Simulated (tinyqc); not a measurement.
What grading buys: minority-electron transport through the base of a bipolar transistor (Moll-Ross and Kroemer integrals). Computed by tinyqc, a small Python program. Command: `OMP_NUM_THREADS=1 python tinyqc.py 3020171 3020172 out.jsonl base walk`. One thread of a shared host (Intel(R) Xeon(R) Processor @ 2.30GHz), about 0.01 s of CPU time with the checks.

Low injection, one dimension, x from the emitter edge (0) to the collector edge (W), s = x/W. Recombination is treated as a small correction (valid for tau_B well below tau_n), computed from the stored charge.

Inputs (values chosen for the exercise, modelled on GaAs):

| quantity | value | unit |
|---|---|---|
| base doping at the emitter edge N_0 | 2.7e+18 | 1/cm^3 |
| base width W | 380 | nm |
| mu_min | 910 | cm^2/(V s) |
| mu_max | 7240 | cm^2/(V s) |
| N_ref | 1.9e+17 | 1/cm^3 |
| saturation velocity v_s | 1 | 1e7 cm/s |
| temperature T | 300 | K |

Base doping profile: uniform. Gap grading: none. Exit of the base: infinite sink.

Constants: k_B = 8.617333262e-05 eV/K.

Method. N(x) = N_0; n_i(x)^2 = n_i^2 exp(s dE_g/k_B T); D(x) = (k_B T/e) mu, mu = mu_min + (mu_max - mu_min)/(1 + (N/N_ref)^0.7). With y(x) = N n_i^2/(D n_i(x)^2): base Gummel number G_B = int_0^W y dx; J_C = e n_i^2 exp(e V_BE/k_B T)/G_B; n(x) = (J_C/e)(n_i(x)^2/(N n_i^2)) [int_x^W y dx]; transit time tau_B = (e/J_C) int n dx; trapezoid rule on 401 even points.

The same base with other gradings:

| dE_g (meV) | dE_g/k_B T | G_B (s/cm^4) | J_C gain | tau_B (ps) | speed gain |
|---|---|---|---|---|---|
| 0 | 0.000 | 2.2495e+12 | 1.000 | 15.830 | 1.0000 |
| 25 | 0.967 | 1.4417e+12 | 1.560 | 11.756 | 1.3465 |
| 50 | 1.934 | 9.9494e+11 | 2.261 | 9.129 | 1.7340 |
| 75 | 2.901 | 7.3276e+11 | 3.070 | 7.358 | 2.1514 |
| 100 | 3.868 | 5.6938e+11 | 3.951 | 6.113 | 2.5895 |
| 150 | 5.802 | 3.8652e+11 | 5.820 | 4.519 | 3.5030 |
| 200 | 7.736 | 2.9065e+11 | 7.739 | 3.564 | 4.4420 |
| 300 | 11.605 | 1.9386e+11 | 11.604 | 2.493 | 6.3490 |

What follows from these numbers?

At 100 meV J_C rises by a factor 3.95 and the transit is 2.59 times faster; at 300 meV the factors are 11.60 and 6.35. For a uniform base without exit term both tend to be linear in dE_g/k_B T, J_C as x/(1 - exp(-x)) and the speed as x/2. From 200 meV on the mean velocity W/tau_B exceeds v_s, so those speed gains are overstated.
